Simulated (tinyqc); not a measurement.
Inside a calculation. Method: RHF in the sto-6g basis, for BeH2, spin multiplicity 1. This run ends on a higher stationary point, not on the lowest solution. One step of it, computed by the program tinyqc.

Task: Iteration 1: building the Fock matrix. J_ij = sum D_kl (ij|kl), K_ij = sum D_kl (ik|jl); F = H + J - 0.5 K; E = tr D H + tr D J / 2 - 0.25 tr D K + E_nn.

D at the start, lower triangle:
```
            1Be 1s     1Be 2s   1Be 2px    1Be 2py    1Be 2pz      2H 1s     3H 1s
1Be 1s    0.026956
1Be 2s   -0.248855   2.300769
1Be 2px   0.000000   0.000000  0.000000
1Be 2py   0.000000   0.000000  0.000000   3.097904
1Be 2pz   0.009933  -0.009240  0.000000   0.000000   1.999228
2H 1s     0.210609  -1.949846  0.000000  -2.847169  -0.056966   4.271275
3H 1s     0.210609  -1.949846  0.000000   2.847169  -0.056966  -0.962182  4.271275
```

core Hamiltonian H = T + V (hartree), lower triangle:
```
            1Be 1s     1Be 2s    1Be 2px    1Be 2py    1Be 2pz      2H 1s      3H 1s
1Be 1s   -8.759895
1Be 2s   -2.065432  -2.834552
1Be 2px   0.000000   0.000000  -2.313040
1Be 2py   0.000000   0.000000   0.000000  -2.553665
1Be 2pz  -0.001020  -0.007763   0.000000   0.000000  -2.313195
2H 1s    -0.644761  -1.357205   0.000000  -1.375194  -0.035890  -2.287409
3H 1s    -0.644761  -1.357205   0.000000   1.375194  -0.035890  -0.159145  -2.287409
```

Two-electron integrals (ij|kl) in chemists' order, unique and non-zero (hartree):
```
(11|11) 2.299996    (21|11) 0.361879    (21|21) 0.071926    (22|11) 0.570332
(22|21) 0.139654    (22|22) 0.417773    (31|31) 0.015252    (32|31) 0.022555
(32|32) 0.092340    (33|11) 0.570332    (33|21) 0.139654    (33|22) 0.417773
(33|33) 0.450117    (41|41) 0.015252    (42|41) 0.022555    (42|42) 0.092340
(43|43) 0.024258    (44|11) 0.570332    (44|21) 0.139654    (44|22) 0.417773
(44|33) 0.401601    (44|44) 0.450117    (51|51) 0.015252    (52|51) 0.022555
(52|52) 0.092340    (53|53) 0.024258    (54|54) 0.024258    (55|11) 0.570332
(55|21) 0.139654    (55|22) 0.417773    (55|33) 0.401601    (55|44) 0.401601
(55|55) 0.450117    (61|11) 0.115758    (61|21) 0.022292    (61|22) 0.042927
(61|33) 0.042577    (61|41) 0.002195    (61|42) 0.004191    (61|44) 0.043628
(61|51) 0.000056    (61|52) 0.000106    (61|54) 0.000027    (61|55) 0.042577
(61|61) 0.007305    (62|11) 0.238147    (62|21) 0.059003    (62|22) 0.187689
(62|33) 0.181091    (62|41) 0.008255    (62|42) 0.045605    (62|44) 0.200872
(62|51) 0.000210    (62|52) 0.001158    (62|54) 0.000502    (62|55) 0.181104
(62|61) 0.020054    (62|62) 0.118571    (63|31) 0.006176    (63|32) 0.026855
(63|43) 0.008264    (63|53) 0.000210    (63|63) 0.012005    (64|11) 0.243131
(64|21) 0.061092    (64|22) 0.203391    (64|33) 0.191508    (64|41) 0.013521
(64|42) 0.071571    (64|44) 0.227142    (64|51) 0.000186    (64|52) 0.001135
(64|54) 0.000695    (64|55) 0.191521    (64|61) 0.021941    (64|62) 0.147093
(64|64) 0.190170    (65|11) 0.006172    (65|21) 0.001551    (65|22) 0.005163
(65|33) 0.004861    (65|41) 0.000186    (65|42) 0.001135    (65|44) 0.005346
(65|51) 0.006181    (65|52) 0.026884    (65|54) 0.008277    (65|55) 0.005281
(65|61) 0.000557    (65|62) 0.003734    (65|64) 0.004523    (65|65) 0.012119
(66|11) 0.402500    (66|21) 0.101837    (66|22) 0.358201    (66|33) 0.332419
(66|41) 0.018083    (66|42) 0.123309    (66|44) 0.409715    (66|51) 0.000459
(66|52) 0.003130    (66|54) 0.001962    (66|55) 0.332468    (66|61) 0.036084
(66|62) 0.278936    (66|64) 0.369421    (66|65) 0.009378    (66|66) 0.774999
(71|11) 0.115758    (71|21) 0.022292    (71|22) 0.042927    (71|33) 0.042577
(71|41) -0.002195   (71|42) -0.004191   (71|44) 0.043628    (71|51) 0.000056
(71|52) 0.000106    (71|54) -0.000027   (71|55) 0.042577    (71|61) 0.006624
(71|62) 0.016691    (71|64) 0.016483    (71|65) 0.000465    (71|66) 0.028192
(71|71) 0.007305    (72|11) 0.238147    (72|21) 0.059003    (72|22) 0.187689
(72|33) 0.181091    (72|41) -0.008255   (72|42) -0.045605   (72|44) 0.200872
(72|51) 0.000210    (72|52) 0.001158    (72|54) -0.000502   (72|55) 0.181104
(72|61) 0.016691    (72|62) 0.066088    (72|64) 0.064138    (72|65) 0.002045
(72|66) 0.116218    (72|71) 0.020054    (72|72) 0.118571    (73|31) 0.006176
(73|32) 0.026855    (73|43) -0.008264   (73|53) 0.000210    (73|63) 0.005523
(73|73) 0.012005    (74|11) -0.243131   (74|21) -0.061092   (74|22) -0.203391
(74|33) -0.191508   (74|41) 0.013521    (74|42) 0.071571    (74|44) -0.227142
(74|51) -0.000186   (74|52) -0.001135   (74|54) 0.000695    (74|55) -0.191521
(74|61) -0.016483   (74|62) -0.064138   (74|64) -0.058624   (74|65) -0.001951
(74|66) -0.109559   (74|71) -0.021941   (74|72) -0.147093   (74|74) 0.190170
(75|11) 0.006172    (75|21) 0.001551    (75|22) 0.005163    (75|33) 0.004861
(75|41) -0.000186   (75|42) -0.001135   (75|44) 0.005346    (75|51) 0.006181
(75|52) 0.026884    (75|54) -0.008277   (75|55) 0.005281    (75|61) 0.000465
(75|62) 0.002045    (75|64) 0.001951    (75|65) 0.005585    (75|66) 0.003696
(75|71) 0.000557    (75|72) 0.003734    (75|74) -0.004523   (75|75) 0.012119
(76|11) 0.026954    (76|21) 0.006486    (76|22) 0.018899    (76|33) 0.018549
(76|44) 0.019597    (76|51) 0.000043    (76|52) 0.000197    (76|55) 0.018552
(76|61) 0.002008    (76|62) 0.008808    (76|64) 0.009767    (76|65) 0.000300
(76|66) 0.017573    (76|71) 0.002008    (76|72) 0.008808    (76|74) -0.009767
(76|75) 0.000300    (76|76) 0.000874    (77|11) 0.402500    (77|21) 0.101837
(77|22) 0.358201    (77|33) 0.332419    (77|41) -0.018083   (77|42) -0.123309
(77|44) 0.409715    (77|51) 0.000459    (77|52) 0.003130    (77|54) -0.001962
(77|55) 0.332468    (77|61) 0.028192    (77|62) 0.116218    (77|64) 0.109559
(77|65) 0.003696    (77|66) 0.203452    (77|71) 0.036084    (77|72) 0.278936
(77|74) -0.369421   (77|75) 0.009378    (77|76) 0.017573    (77|77) 0.774999
```

nuclear repulsion = 3.45895615 hartree

Give: Coulomb J; exchange K; Fock matrix F; total energy of this density.

Result:

Coulomb J (hartree), lower triangle:
```
         1Be 1s  1Be 2s  1Be 2px  1Be 2py  1Be 2pz  2H 1s  3H 1s
1Be 1s    2.957
1Be 2s    0.727   2.315
1Be 2px   0.000   0.000    2.199
1Be 2py   0.000   0.000    0.000    2.449
1Be 2pz  -0.001  -0.003    0.000    0.000    2.297
2H 1s     0.225   1.156    0.000    1.333    0.032  2.621
3H 1s     0.225   1.156    0.000   -1.333    0.032  0.109  2.621
```

exchange K (hartree), lower triangle:
```
         1Be 1s  1Be 2s  1Be 2px  1Be 2py  1Be 2pz  2H 1s  3H 1s
1Be 1s    0.073
1Be 2s    0.067   0.316
1Be 2px   0.000   0.000    0.119
1Be 2py   0.000   0.000    0.000    0.248
1Be 2pz  -0.002  -0.032    0.000    0.000    0.970
2H 1s     0.005   0.139    0.000    0.238    0.000  1.001
3H 1s     0.005   0.139    0.000   -0.238    0.000  0.020  1.001
```

Fock matrix F (hartree), lower triangle:
```
         1Be 1s  1Be 2s  1Be 2px  1Be 2py  1Be 2pz   2H 1s   3H 1s
1Be 1s   -5.839
1Be 2s   -1.372  -0.678
1Be 2px   0.000   0.000   -0.173
1Be 2py   0.000   0.000    0.000   -0.229
1Be 2pz  -0.001   0.005    0.000    0.000   -0.501
2H 1s    -0.422  -0.271    0.000   -0.161   -0.004  -0.167
3H 1s    -0.422  -0.271    0.000    0.161   -0.004  -0.060  -0.167
```

total energy of this density = -2.66808 hartree
